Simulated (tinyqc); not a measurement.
Microkinetic model of low-temperature epitaxy from hydride gases: adsorption, hydrogen desorption and rate control: one step, computed by the program tinyqc.

Each hydride molecule needs two free sites and leaves four hydrogen atoms, of which two leave at once as H2; theta is the hydrogen coverage, the site density is 6.78 per nm^2 and one layer is 1.358 angstrom thick.

Task: Coverage and growth rate. With k the hydride and k_H the hydrogen adsorption rate on free pairs and k_d the desorption rate, steady state: 2 (k + k_H)(1 - theta)^2 = k_d theta; growth rate R = k (1 - theta)^2 layers/s; 1 layer/s = 8.148 nm/min. With c = 2 (k + k_H)/k_d the free share is 1 - theta = 2/(1 + sqrt(1 + 4c)).

Inputs (values chosen for the exercise, close to those used for silane on Si(001)): temperature T = 720 C.

Film: silicon. Order of hydrogen desorption: first.

k = 4.484431 1/s

k_H = 0 1/s

k_d = 21.78397 1/s

Give: c; hydrogen coverage theta; growth rate R in layers; growth rate G.

Result:

c = 0.41172

hydrogen coverage theta = 0.23865

growth rate R in layers = 2.5994 layers/s

growth rate G = 21.180 nm/min

Adsorption and desorption share control.
